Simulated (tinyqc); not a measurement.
Inside a calculation: Landau levels of a parabolic two-dimensional band. Values are carried at full precision from step to step, so a last printed digit may differ when a step is redone from the rounded ones.

In a field B along z: l = 1/sqrt((e/hbar) B) is the magnetic length, n_B = B/(h/e) the number of states per area in one level, hbar wc = 2 muB B/m for mass m in m0; 1/angstrom^2 = 1e16/cm^2.

Constants: e/hbar = 1.519267448e-05 1/(T angstrom^2); h/e = 413566.7697 T angstrom^2; hbar^2/2m0 = 3.80998211 eV angstrom^2; muB = 5.788381798e-05 eV/T; e^2/h = 3.874045865e-05 S.

Inputs chosen for the exercise (near those of a two-dimensional electron gas in AlAs; not measured data): B = 5.5 T (magnetic field); n = 3 x 1e11/cm^2 (electron sheet density); m = 0.4474 m0 (mass); gs = 1.86 (g factor); Dv = 0.92 meV (valley splitting); gv = 2 (valleys).

## Scales set by the field

Give l, n_B and the filling factor nu = n/n_B.

l = 109.40 angstrom
n_B = 1.3299 x 1e11/cm^2
nu = 2.256

## The lowest levels

E(N, s) = (N + 1/2) hbar wc + s gs muB B with s = +/-1/2, each split by +/- Dv/2 into two valley states.

List the eight lowest, in meV, with the gap to the next.

Levels:

| label | E (meV) | gap above (meV) |
|---|---|---|
| 0-a | -0.044 | 0.592 |
| 0+a | 0.548 | 0.328 |
| 0-b | 0.876 | 0.503 |
| 1-a | 1.379 | 0.089 |
| 0+b | 1.468 | 0.503 |
| 1+a | 1.971 | 0.328 |
| 1-b | 2.299 | 0.503 |
| 2-a | 2.802 | 0.089 |

The largest of these gaps, 0.59 meV, first occurs above level 0-a and is kB T at 7 K.

## Where EF lies

Each listed level takes n_B electrons. At zero temperature and without broadening EF sits in the partly filled level.

Fill the listed levels in order up to nu; give the partly filled level, its energy and its filled share.

level: 0-b

EF = 0.876 meV
filled share = 0.256

## Fields of the Hall plateaus

A plateau is centred where nu = n/n_B equals 1, 2, 3, 4, 5, 6; there rho_xy = h/(nu e^2).

Plateaus:

| nu | B (T) | 1/B (1/T) | rho_xy (kohm) |
|---|---|---|---|
| 1 | 12.407 | 0.0806 | 25.8128 |
| 2 | 6.204 | 0.1612 | 12.9064 |
| 3 | 4.136 | 0.2418 | 8.6043 |
| 4 | 3.102 | 0.3224 | 6.4532 |
| 5 | 2.481 | 0.4030 | 5.1626 |
| 6 | 2.068 | 0.4836 | 4.3021 |

These counts hold wherever the levels are resolved.

## Checks

- Level spacing from finite differences in the Landau gauge against hbar wc, meV: both 1.42.

tinyqc: `OMP_NUM_THREADS=1 python tinyqc.py 1280296 1280297 out.jsonl`; about 0.02 s, one thread, shared Intel(R) Xeon(R) Processor @ 2.30GHz.
